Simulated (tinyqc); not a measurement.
Coherent transport through a tight-binding region between two chains, step by step. Computed by tinyqc, a small Python program that keeps every step. Settings: temperature = 300, mu = -0.31. Command: `OMP_NUM_THREADS=1 python tinyqc.py 20817 20818 out.jsonl` (the two numbers bound the seeds that draw the settings). One thread of a shared host (Intel(R) Xeon(R) Processor @ 2.60GHz), about 0.1 s of CPU time with the checks.

## Transmission at E = -0.68 eV

H of the central region (eV):
```
          1         2         3
1   0.00000  -1.31000   0.00000
2  -1.31000   0.00000  -1.31000
3   0.00000  -1.31000   0.00000
```

Leads: semi-infinite chains with site energy 0:
```
parameter                           value
lead hopping t (eV)              2.000000
coupling to the left lead (eV)   0.400000
coupling to the right lead (eV)  1.480000
left contact site                       1
right contact site                      3
```

E = -0.68000 eV

Surface Green function g = (E - i sqrt(4 t^2 - E^2)) / (2 t^2); self-energy tc^2 g on each contact site; G = (E - H - Sigma)^(-1); Gamma = -2 Im Sigma; T = Gamma_L Gamma_R |G_LR|^2; local density of states -Im G_ii / pi.

g = -0.08500-0.49272i 1/eV

G (1/eV):
```
                   1                 2                  3
1  -0.26176-0.61320i  0.59330-0.29619i   0.56973+0.45946i
2   0.59330-0.29619i  0.28399-0.18637i   0.31748+0.19944i
3   0.56973+0.45946i  0.31748+0.19944i  -0.40494-0.35593i
```

local density of states (1/eV): 0.19519  0.05932  0.11330

transmission = 0.18232

## Transmission across the band

The same steps on a grid of energies.

T(E):
```
E (eV)            T
-3.8000000  0.00013
-3.4200000  0.00075
-3.0400000  0.00289
-2.6600000  0.01152
-2.2800000  0.05477
-1.9000000  0.20144
-1.5200000  0.19322
-1.1400000  0.16028
-0.7600000  0.17453
-0.3800000  0.22098
0.0000000   0.25376
0.3800000   0.22098
0.7600000   0.17453
1.1400000   0.16028
1.5200000   0.19322
1.9000000   0.20144
2.2800000   0.05477
2.6600000   0.01152
3.0400000   0.00289
3.4200000   0.00075
3.8000000   0.00013
```

levels of the isolated region (eV): -1.85262  0.00000  1.85262

## Current

I = (2e/h) int T(E) [f(E - mu - V/2) - f(E - mu + V/2)] dE at 300 K with mu = -0.31 eV, the bias not changing H; 2e^2/h = 77.48092 microsiemens; the integral runs over the band on 4001 points.

Current:
```
V (volt)  I (microampere)
0.01000           0.17835
0.05000           0.89166
0.10000           1.78289
0.20000           3.56230
0.40000           7.09627
0.80000          13.96022
```
